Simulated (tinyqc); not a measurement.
Gaussian against the exact two-step profile: two-step dopant diffusion (predeposition and drive-in) with a constant diffusivity. Computed by tinyqc, a small Python program. Command: `OMP_NUM_THREADS=1 python tinyqc.py 3022289 3022290 out.jsonl dopdiff walk`. One thread of a shared host (Intel(R) Xeon(R) Processor @ 2.30GHz), about 0.07 s of CPU time with the checks.

Fick diffusion into a half space x > 0 whose background doping C_B is of the opposite type, so that a junction lies where C = C_B.

Inputs (values chosen for the exercise, modelled on antimony in silicon): prefactor D0 = 5.19 cm^2/s; activation energy E = 3.86 eV; surface concentration C_s = 4.2e+18 1/cm^3; background doping C_B = 3.1e+14 1/cm^3; predeposition temperature T1 = 1025 C; predeposition time t1 = 60 min; drive-in temperature T2 = 1025 C; drive-in time t2 = 30 min.

Furnace ramps of the drive-in: none.

Constants: k_B = 8.617333262e-05 eV/K.

Method:
- D = D0 exp(-E/(k_B T)).
- Temperatures in kelvin are T(C) + 273.15.
- Times in seconds are 60 times the minutes.
- (Dt)2 = D2 t2, t2 in seconds.
- C = C_s erfc(x/(2 sqrt(D1 t1))); dose Q = 2 C_s sqrt(D1 t1/pi); the junction solves erfc(z) = C_B/C_s with x_j = 2 z sqrt(D1 t1).
- With a sealed surface and a thin source, C = Q/sqrt(pi (Dt)2) exp(-x^2/(4 (Dt)2)); x_j = 2 sqrt((Dt)2 ln(C(0)/C_B)); gradient at the junction |dC/dx| = C_B x_j/(2 (Dt)2).
- Exact two-step profile: C = (2 C_s/pi) int_0^alpha exp(-beta (1 + u^2))/(1 + u^2) du with alpha = sqrt(D1 t1/(Dt)2), beta = x^2/(4 (D1 t1 + (Dt)2)).
- The integral takes 48 Gauss-Legendre points; solve C(x) = C_B.
- Gaussian: C = Q/sqrt(pi (Dt)2) exp(-x^2/(4 (Dt)2)).
- Depths are fractions of the Gaussian x_j.

surface concentration C(0) (Gaussian) = 3.78133e+18 1/cm^3

junction depth x_j = 0.190646 um

drive-in budget (Dt)2 = 9.65717e-12 cm^2

product D1 t1 = 1.93143e-11 cm^2

exact junction depth = 0.301715 um

Profiles:
```
x/x_j   x (um)  Gaussian (1/cm^3)  exact (1/cm^3)       ratio
0.0    0.00000         3.7813e+18      2.5543e+18  1.4804e+00
0.2    0.03813         2.5953e+18      2.1259e+18  1.2208e+00
0.4    0.07626         8.3915e+17      1.2538e+18  6.6928e-01
0.6    0.11439         1.2782e+17      5.5160e+17  2.3172e-01
0.8    0.15252         9.1711e+15      1.8916e+17  4.8484e-02
1.0    0.19065         3.1000e+14      5.1491e+16  6.0205e-03
1.2    0.22877         4.9363e+12      1.1138e+16  4.4318e-04
```

What does the comparison show, and why?

With D1 t1/(Dt)2 = 2.0, the Gaussian is 48 % high at the surface and 99 % low at its own junction; the exact junction lies at 0.3017 um, 58 % deeper. The dose is the same, but the real source already has a width, which carries into the tail. Caution: the drive-in budget is under fifteen times D1 t1, so the source is not thin and the Gaussian junction is too shallow.
